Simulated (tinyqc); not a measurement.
# Worked calculation: CMOS inverter, nodal equation and switching

Numbers from tinyqc (`OMP_NUM_THREADS=1 python tinyqc.py 2340125 2340126 out.jsonl`; about 0.05 s on one thread of a shared Intel Xeon 2.30GHz). Printed values are rounded.

An n-channel pull-down (bn, VTn) and a p-channel pull-up (bp, VTp) share the input Vin and the output node Vout, which carries the load C. Transistor (EKV form, voltages against the body): I = 2 n b Vt^2 [F(vp - Vs) - F(vp - Vd)] from drain to source, F(v) = ln^2(1 + exp(v/(2 Vt))), vp = (Vg - VT + sg |Vd - Vs|)/n. n-channel bodies are at 0; for the p-channel device all voltages are counted down from Vdd. b in uA/V^2 gives I in uA. Static: In = Ip. Transient: C dVout/dt = Ip - In. No velocity saturation, no gate capacitance beyond C.

Inputs (values chosen for the exercise): temperature T = 293 K; supply voltage Vdd = 0.6 V; slope factor n = 1.3; drain-induced barrier lowering sg = 0.046; n-channel threshold VTn = 0.35 V; p-channel threshold (magnitude) VTp = 0.33 V; gain factor of the pull-down transistor bn = 660 uA/V^2; gain factor of the pull-up transistor bp = 860 uA/V^2; load capacitance C = 0.85 fF; input voltage Vin = 0.24 V; time step dt = 3 ps.

Constants: q = 1.602176634e-19 C, kB = 1.380649e-23 J/K, Vt = kB T/q. Results are converted to the units shown.

## Iteration 1: output voltage by Newton steps

Vout at the start = 0.3 V

f = In - Ip at (Vin, Vout); G = df/dVout by a central difference with +/- 1e-6 V; Vout(new) = Vout - f/G.

In = 0.04724280 uA
Ip = 1.666904 uA
G = 1.48890 uS
Vout after iteration 1 = 1.387825 V

This step lands outside the rails.

## Iteration 2: output voltage by Newton steps

As before.

In = 0.1769099 uA
Ip = -390.8015 uA
G = 969.209 uS
Vout after iteration 2 = 0.9844259 V

The value that enters this step is an overshoot, farther from the solution than the start was, so its intermediate quantities are not physical.

## Course of the iteration: output voltage by Newton steps

Stop when Vout changes by less than 1e-9 V, or after 30 iterations.

Course of the iteration:
```
iteration	Vout (V)	|change| (V)
1	1.387825	1.09
2	0.9844259	0.403
3	0.7838968	0.201
4	0.6842622	0.0996
5	0.6324430	0.0518
6	0.6067296	0.0257
7	0.5986385	8.09e-3
8	0.5978679	7.71e-4
9	0.5978621	5.75e-6
10	0.5978621	3.19e-10
```

Converged in 10 iterations. At the end the number of correct digits about doubles with each step. On the way 6 iterate(s) lie more than 5 mV outside the rails, the first at 1.39 V, before the steps return.

## Transfer curve

Vin, point 0 to 10 (V): 0  0.06  0.12  0.18  0.24  0.3  0.36  0.42  0.48  0.54  0.6

For each Vin solve In = Ip; gain = dVout/dVin.

```
point	Vout (V)	supply current (uA)	gain
0	0.5999997	5.8892e-5	0.0000
1	0.5999979	3.6241e-4	-0.0001
2	0.5999820	0.0021951	-0.0007
3	0.5998217	0.012804	-0.0071
4	0.5978621	0.068613	-0.0932
5	0.5486389	0.29834	-4.7419
6	0.0092305	0.15057	-0.4468
7	0.0006767	0.029563	-0.0276
8	0.0000645	0.0051788	-0.0024
9	0.0000071	8.6296e-4	-0.0003
10	0.0000009	1.4077e-4	0.0000
```

The switching point Vin = Vout lies at 0.3149 V, with a gain of -21.7. The current peaks at 0.298 uA among the points, against 5.9e-5 and 1.4e-4 uA of leakage at the ends.

## Switching point and noise margins

VM solves In = Ip with Vin = Vout. VIL and VIH are the inputs at which the gain is -1; NML = VIL - Vout(VIH), NMH = Vout(VIL) - VIH.

VM = 0.31487 V
gain at VM = -21.728
VIL = 0.28454 V
VIH = 0.34685 V
NML = 0.26642 V
NMH = 0.23532 V

VM lies 15 mV above Vdd/2, and the low margin is the larger one. With both transistors saturated the size of the gain tends to 1/sg = 21.7; here it is 0.049 % below that.

## Step 1: one time step of the falling output

Vout at t = 0 = 0.6 V

The input steps to Vdd at t = 0; I = In - Ip. Trapezoidal rule: V(new) = V - (dt/C)[I(V) + I(V(new))]/2, solved for V(new); 1 ps uA/fF = 1 mV.

I(V) = 19.69590 uA
I(V(new)) = 19.25770 uA
Vout after step 1 = 0.5312584 V

## Step 2: one time step of the falling output

As before.

I(V) = 19.25770 uA
I(V(new)) = 18.83427 uA
Vout after step 2 = 0.4640372 V

## Delays and energy

For a step input the delay to Vdd/2 is tHL = C times the integral of dV/(In - Ip) from Vdd/2 to Vdd at Vin = Vdd, and tLH likewise with Ip - In from 0 to Vdd/2 at Vin = 0. Energy drawn for one full cycle of the output: C Vdd^2. Leakage power: Vdd times the mean of the supply currents at Vin = 0 and Vdd.

tHL = 13.61229 ps
tLH = 9.080443 ps
energy = 0.306 fJ
leakage power = 0.05989839 nW

Time steps as above cross Vdd/2 at 13.6 ps by linear interpolation, 0.067 % above tHL. tLH/tHL = 0.667, with bn/bp = 0.767.
